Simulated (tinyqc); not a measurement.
## Dead time and true rate from two light levels

Question. A non-paralysable detector measures m = n/(1 + n td); dark counts are negligible. Find td and the true rate at the lower flux.

measured rates at a photon flux and at four times that flux (1/s): [4.5559846e7, 1.0825688e8]

Solution. 1/m = 1/n + td, so the difference of the inverse rates is 3/(4 n).

td = 5.00 ns
n = 5.90e7 1/s

Numbers from tinyqc (`OMP_NUM_THREADS=1 python tinyqc.py 2630029 2630030 out.jsonl`; about 0.01 s on one thread of a shared Intel Xeon 2.30GHz).
